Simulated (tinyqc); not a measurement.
Carrier statistics of a doped semiconductor with parabolic bands: one step. The neutral state. Five cases, with inputs chosen for the exercise.

Task: Solve the neutrality condition for EF to convergence.

Energies are counted from Ev, so Ec = Eg. n = Nc F_1/2((EF - Eg)/kT), p = Nv F_1/2(-EF/kT), ND+ = ND/(1 + 2 exp((EF - Eg + ED)/kT)), NA- = NA/(1 + 4 exp((EA - EF)/kT)); neutrality asks p + ND+ = n + NA-. F_j(eta) = (1/Gamma(j + 1)) integral_0^infinity x^j dx/(1 + exp(x - eta)), which tends to exp(eta) for eta << 0.

Case 1.

Values chosen (near those of SiC; not measured data): ND = 3.8e+18 1/cm^3 (donors); NA = 4.6e+12 1/cm^3 (acceptors); ED = 0.0613 eV (donor level below Ec); EA = 0.195 eV (acceptor level above Ev).

Eg = 3.2525792 eV
kT = 0.02154333 eV
Nc = 1.386424e+19 1/cm^3
Nv = 2.533256e+19 1/cm^3

Case 2.

Values chosen (near those of AlAs; not measured data): ND = 3.9e+18 1/cm^3 (donors); NA = 2.1e+12 1/cm^3 (acceptors); ED = 0.0698 eV (donor level below Ec); EA = 0.0597 eV (acceptor level above Ev).

Eg = 2.1843822 eV
kT = 0.02154333 eV
Nc = 1.238420e+19 1/cm^3
Nv = 1.366836e+19 1/cm^3

Case 3.

Values chosen (near those of InP; not measured data): ND = 1.4e+15 1/cm^3 (donors); NA = 7.6e+12 1/cm^3 (acceptors); ED = 0.0056 eV (donor level below Ec); EA = 0.0466 eV (acceptor level above Ev).

Eg = 1.3254874 eV
kT = 0.03016067 eV
Nc = 6.968287e+17 1/cm^3
Nv = 1.515207e+19 1/cm^3

Case 4.

Values chosen (near those of GaAs; not measured data): ND = 1.9e+12 1/cm^3 (donors); NA = 2.4e+14 1/cm^3 (acceptors); ED = 0.00599 eV (donor level below Ec); EA = 0.0271 eV (acceptor level above Ev).

Eg = 1.4890870 eV
kT = 0.01292600 eV
Nc = 1.477061e+17 1/cm^3
Nv = 3.481309e+18 1/cm^3

Case 5.

Values chosen (near those of GaN; not measured data): ND = 2.1e+15 1/cm^3 (donors); NA = 2.9e+12 1/cm^3 (acceptors); ED = 0.0226 eV (donor level below Ec); EA = 0.189 eV (acceptor level above Ev).

Eg = 3.4595722 eV
kT = 0.03016067 eV
Nc = 2.722978e+18 1/cm^3
Nv = 6.129807e+19 1/cm^3

Give: EF; n; p; ND+; NA-.

Result:

Case 1.

EF = 3.1974 eV
n = 1.04e+18 1/cm^3
p = 8.87e-46 1/cm^3
ND+ = 1.04e+18 1/cm^3
NA- = 4.60e+12 1/cm^3

The material is n-type; 27.4 % of the donors are ionised. EF lies 2.56 kT inside the gap from the conduction edge, so the Fermi integral is needed; n p/(Nc Nv exp(-Eg/kT)) = 0.974.

Case 2.

EF = 2.1272 eV
n = 8.50e+17 1/cm^3
p = 1.79e-24 1/cm^3
ND+ = 8.50e+17 1/cm^3
NA- = 2.10e+12 1/cm^3

The material is n-type; 21.8 % of the donors are ionised. EF lies 2.66 kT inside the gap from the conduction edge, so the Fermi integral is needed; n p/(Nc Nv exp(-Eg/kT)) = 0.976.

Case 3.

EF = 1.1379 eV
n = 1.39e+15 1/cm^3
p = 624 1/cm^3
ND+ = 1.39e+15 1/cm^3
NA- = 7.60e+12 1/cm^3

The material is n-type; 99.5 % of the donors are ionised. EF lies 6.22 kT inside the gap from the conduction edge, so Boltzmann statistics would serve; n p/(Nc Nv exp(-Eg/kT)) = 0.999.

Case 4.

EF = 0.1240 eV
n = 2.01e-29 1/cm^3
p = 2.38e+14 1/cm^3
ND+ = 1.90e+12 1/cm^3
NA- = 2.39e+14 1/cm^3

The material is p-type; 99.8 % of the acceptors are ionised. EF lies 9.59 kT inside the gap from the valence edge, so Boltzmann statistics would serve; n p/(Nc Nv exp(-Eg/kT)) = 1.000.

Case 5.

EF = 3.2433 eV
n = 2.09e+15 1/cm^3
p = 1.22e-27 1/cm^3
ND+ = 2.09e+15 1/cm^3
NA- = 2.90e+12 1/cm^3

The material is n-type; 99.7 % of the donors are ionised. EF lies 7.17 kT inside the gap from the conduction edge, so Boltzmann statistics would serve; n p/(Nc Nv exp(-Eg/kT)) = 1.000.

Computed by tinyqc, one run a case: `OMP_NUM_THREADS=1 python tinyqc.py N N+1 out.jsonl` with N = 1682579, 1682665, 1682711, 1682739, 1682799; one thread of a shared Intel(R) Xeon(R) Processor @ 2.30GHz, about 0.01 s a run at most.
